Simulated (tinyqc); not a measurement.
Bandgap voltage reference from two bipolar transistors: effect of the output resistor at T0.

Two transistors of area 1 and N carry the same current I. Is(T) = Is (T/T0)^eta exp[(Vg0 q/kB)(1/T0 - 1/T)], VBE1 = Vt ln(I/Is(T)) + I rb, VBE2 = Vt ln(I/(N Is(T))) + I rb/N. The amplifier forces I R1(T) = VBE1 - VBE2 + Vos, with R(T) = R (1 + tc (T - T0)) for both resistors, and the output is Vref = VBE1 + I R2(T). Base currents and the Early effect are neglected.

Vt = kB T/q; I = (Vt ln N + Vos)/(R1(T) - rb (1 - 1/N)). Box coefficient: span of Vref between 233 and 398 K over its average over T and over 165 K. The last column is the R2 that gives zero slope at T0.

Inputs (values chosen for the exercise); values of the order met in silicon bipolar transistors:
```
symbol    value   unit                                                   meaning
T0          323      K                                     reference temperature
Vg0       1.196      V                      band-gap voltage extrapolated to 0 K
eta         3.2                   temperature exponent of the saturation current
Is      4.6e-16      A           saturation current of the unit transistor at T0
N             4                              area ratio of the second transistor
R1          4.8   kohm  resistor across which the difference of VBE falls, at T0
tc            0  ppm/K                 temperature coefficient of both resistors
Vos           0     mV                                   offset of the amplifier
rb            0    ohm                  series resistance of the unit transistor
```

Constants: q = 1.602176634e-19 C, kB = 1.380649e-23 J/K. Results are converted to the units shown.

Result of one run:

| R2 (kohm) | I at T0 (uA) | Vref at T0 (V) | slope at T0 (uV/K) | box coefficient (ppm/K) | R2 for zero slope (kohm) |
|---|---|---|---|---|---|
| 71 | 8.039 | 1.227 | -93.01 | 70.37 | 74.74 |

What becomes of these results when the output resistor at T0 R2 is changed from 71 to 78.47 kohm, all else the same?

Result of the changed run:

| R2 (kohm) | I at T0 (uA) | Vref at T0 (V) | slope at T0 (uV/K) | box coefficient (ppm/K) | R2 for zero slope (kohm) |
|---|---|---|---|---|---|
| 78.47 | 8.039 | 1.287 | 92.90 | 77.43 | 74.74 |

The whole series:

| R2 (kohm) | I at T0 (uA) | Vref at T0 (V) | slope at T0 (uV/K) | box coefficient (ppm/K) | R2 for zero slope (kohm) |
|---|---|---|---|---|---|
| 68.76 | 8.039 | 1.209 | -148.8 | 117.5 | 74.74 |
| 71 | 8.039 | 1.227 | -93.01 | 70.37 | 74.74 |
| 73.24 | 8.039 | 1.245 | -37.26 | 26.49 | 74.74 |
| 74.74 | 8.039 | 1.257 | 0.06701 | 12.74 | 74.74 |
| 76.23 | 8.039 | 1.269 | 37.15 | 34.57 | 74.74 |
| 78.47 | 8.039 | 1.287 | 92.90 | 77.43 | 74.74 |
| 80.72 | 8.039 | 1.305 | 148.9 | 119.3 | 74.74 |

As R2 goes from 68.76 to 80.72, Vref rises from 1.209 to 1.305 V and the box coefficient goes from 117 through a minimum of 12.7 (at R2 = 74.74 among the rows listed) to 119 ppm/K. One per cent in R2 moves the slope by 18.6 uV/K.

Numbers from tinyqc (`OMP_NUM_THREADS=1 python tinyqc.py 2062008 2062009 out.jsonl`; about 0.03 s on one thread of a shared Intel Xeon 2.30GHz).
